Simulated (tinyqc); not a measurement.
Inside a calculation. Model: p-n diode, drift-diffusion by the Gummel loop with Scharfetter-Gummel fluxes.

Numbers from tinyqc (`OMP_NUM_THREADS=1 python tinyqc.py 2240095 2240096 out.jsonl`; about 0.1 s on one thread of a shared Intel Xeon 2.30GHz). Printed values are rounded.

Abrupt junction at x = 0, p side from -Lp, n side to Ln, ohmic contacts. psi is counted from the intrinsic level; n = ni exp((psi - phin)/Vt), p = ni exp((phip - psi)/Vt). Contacts: p side psi = V - Vt ln(Na/ni), p = Na, n = ni^2/Na; n side psi = Vt ln(Nd/ni), n = Nd, p = ni^2/Nd. Constant mobilities, D = mu Vt, Boltzmann statistics, SRH recombination through a mid-gap level, U = (n p - ni^2)/(tp (n + ni) + tn (p + ni)). Current is positive from the p contact to the n contact.

Values chosen for this exercise; band and dielectric values close to those of germanium:
- T = 300 K (temperature)
- Eg = 0.657 eV (band gap)
- eps_r = 16 (relative permittivity)
- Nc = 1.03e19 cm^-3 (conduction-band density of states at T)
- Nv = 5.94e18 cm^-3 (valence-band density of states at T)
- Na = 2.9e16 cm^-3 (acceptor density of the p side)
- Nd = 2.1e16 cm^-3 (donor density of the n side)
- mun = 2400 cm^2/(V s) (electron mobility)
- mup = 1300 cm^2/(V s) (hole mobility)
- tn = 7e-9 s (SRH lifetime of electrons)
- tp = 4e-9 s (SRH lifetime of holes)
- G = 0 cm^-3 s^-1 (uniform generation rate)
- V = 0.37 V (bias of the p contact)

Constants: q = 1.602176634e-19 C, kB = 1.380649e-23 J/K, Vt = kB T/q, eps0 = 8.8541878128e-14 F/cm where lengths are in cm. Results are converted to the units shown.

Range of the model: At a bias near or above Vbi densities approach the doping or exceed it; degeneracy, Auger and radiative recombination, left out, begin to matter. Minority carriers exceed a tenth of the doping outside the junction (high injection).

## Intrinsic density and built-in voltage

ni = sqrt(Nc Nv) exp(-Eg/(2 Vt)), Eg in volts; Vbi = Vt ln(Na Nd/ni^2).

ni = 2.37003e13 cm^-3
Vbi = 0.359248 V

## Round 1: Poisson equation

```
node  x (nm)  phin at the start (V)  phip at the start (V)
0      -5900                   0.37                   0.37
1      -2690                      0                   0.37
2      -1200                      0                   0.37
3       -509                      0                   0.37
4       -185                      0                   0.37
5        -35                      0                   0.37
6         35                      0                   0.37
7        139                      0                   0.37
8        292                      0                   0.37
9        520                      0                   0.37
10       858                      0                   0.37
11      1360                      0                   0.37
12      2100                      0                      0
```

With phin and phip held, solve a_i (psi_(i+1) - psi_i) - a_(i-1) (psi_i - psi_(i-1)) + q w_i (p_i - n_i + C_i) = 0 for the inner nodes by Newton steps to convergence; a_i = eps0 eps_r/h_i, h_i = x_(i+1) - x_i, w_i = (h_(i-1) + h_i)/2, C = -Na or +Nd.

```
node   psi (V)  n after Poisson (cm^-3)  p after Poisson (cm^-3)
0     0.186204               1.93692e10                   2.9e16
1     0.173089               1.91653e16               4.81638e16
2     0.173088               1.91649e16               4.81649e16
3     0.173088               1.91649e16               4.81648e16
4     0.173096               1.91706e16               4.81505e16
5     0.173906               1.97806e16               4.66655e16
6     0.192702               4.09266e16               2.25544e16
7     0.193738               4.26007e16               2.16680e16
8     0.193765               4.26448e16               2.16456e16
9     0.193765               4.26453e16               2.16453e16
10    0.193765               4.26453e16               2.16454e16
11    0.193751               4.26220e16               2.16572e16
12    0.175452                   2.1e16               2.67479e10
```

## Round 1: electron continuity

With psi and p held, F_i = (mun Vt/h_i) [n_(i+1) B(d_i) - n_i B(-d_i)], d_i = (psi_(i+1) - psi_i)/Vt, B(d) = d/(exp(d) - 1); solve F_i - F_(i-1) = w_i [(n_i p_i - ni^2)/den_i - G] for the new n, with den = tp (n + ni) + tn (p + ni) taken at the old n and p, h_i = x_(i+1) - x_i, w_i = (h_(i-1) + h_i)/2; phin = psi - Vt ln(n/ni).

```
node  new n (cm^-3)  phin after round 1 (V)
0        1.93692e10                0.370000
1        6.68616e15                0.027224
2        1.10819e16                0.014161
3        1.32771e16                0.009489
4        1.43515e16                0.007485
5        1.53212e16                0.006604
6        3.20497e16                0.006321
7        3.37246e16                0.006040
8        3.42917e16                0.005636
9        3.51009e16                0.005033
10       3.63362e16                0.004139
11       3.82335e16                0.002809
12           2.1e16                0.000000
```

## Round 1: hole continuity

With psi and the new n held, F_i = (mup Vt/h_i) [p_(i+1) B(-d_i) - p_i B(d_i)], d_i = (psi_(i+1) - psi_i)/Vt, B(d) = d/(exp(d) - 1); solve F_i - F_(i-1) = w_i [(n_i p_i - ni^2)/den_i - G] for the new p, with den = tp (n + ni) + tn (p + ni) taken at the new n and the old p, h_i = x_(i+1) - x_i, w_i = (h_(i-1) + h_i)/2; phip = psi + Vt ln(p/ni).

```
node  new p (cm^-3)  phip after round 1 (V)
0            2.9e16                0.370000
1        2.80719e16                0.356044
2        2.14498e16                0.349088
3        1.85181e16                0.345289
4        1.71690e16                0.343341
5        1.60335e16                0.342382
6        7.54620e15                0.341695
7        6.83566e15                0.340175
8        6.21227e15                0.337730
9        5.30282e15                0.333638
10       3.97285e15                0.326173
11       2.02967e15                0.308796
12       2.67479e10                0.000000
```

## Course of the Gummel loop

Stop when phin and phip change by less than 1e-8 V, or after 15 rounds. J = Jn at the p contact + Jp at the n contact + q sum w_i U_i - q G sum w_i over the inner nodes, which avoids differences of large majority fluxes: Jn = (q mun Vt/h_0)[n_1 B(d_0) - n_0 B(-d_0)], Jp = (q mup Vt/h_last)[p_(N-1) B(d_last) - p_N B(-d_last)], d_i = (psi_(i+1) - psi_i)/Vt, B(d) = d/(exp(d) - 1), w_i = (h_(i-1) + h_i)/2.

Course of the iteration:
```
round  J (A/cm^2)  largest change of phin, phip (V)
1         564.698                            0.0612
2         523.997                           5.07e-3
3         521.865                           6.77e-4
4         522.442                           7.37e-5
5         522.436                           2.36e-6
6         522.438                           6.32e-7
7         522.437                           8.97e-8
8         522.437                           5.18e-9
```

Converged in 8 rounds.

## Recombination and current

```
node  converged psi (V)  converged n (cm^-3)  converged p (cm^-3)
0              0.186204           1.93692e10               2.9e16
1              0.165821           4.11643e15           3.31160e16
2              0.157919           5.67878e15           3.46785e16
3              0.154506           6.39513e15           3.53947e16
4              0.152989           6.74169e15           3.56876e16
5              0.154463           7.49097e15           3.29128e16
6              0.186310           2.59962e16           9.38277e15
7              0.188740           2.88123e16           8.00480e15
8              0.188034           2.83916e16           7.39653e15
9              0.186742           2.75404e16           6.54146e15
10             0.184709           2.62533e16           5.25458e15
11             0.181378           2.42640e16           3.26592e15
12             0.175452               2.1e16           2.67479e10
```

U_i as defined. J = Jn at the p contact + Jp at the n contact + q sum w_i U_i - q G sum w_i over the inner nodes, which avoids differences of large majority fluxes: Jn = (q mun Vt/h_0)[n_1 B(d_0) - n_0 B(-d_0)], Jp = (q mup Vt/h_last)[p_(N-1) B(d_last) - p_N B(-d_last)], d_i = (psi_(i+1) - psi_i)/Vt, B(d) = d/(exp(d) - 1), w_i = (h_(i-1) + h_i)/2.

U, node 0 to 12 (cm^-3 s^-1): 0  5.48483e23  7.41107e23  8.27301e23  8.68443e23  9.46028e23  1.43543e24  1.34448e24  1.26809e24  1.15326e24  9.71092e23  6.59386e23  0
Jn at the p contact = 184.266 A/cm^2
Jp at the n contact = 265.916 A/cm^2
recombination = 72.2547 A/cm^2
generation = 0 A/cm^2
J = 522.437 A/cm^2

A 500-node mesh gives J = 523.1 A/cm^2; this mesh differs from it by -0.62 A/cm^2 (-0.12 %).
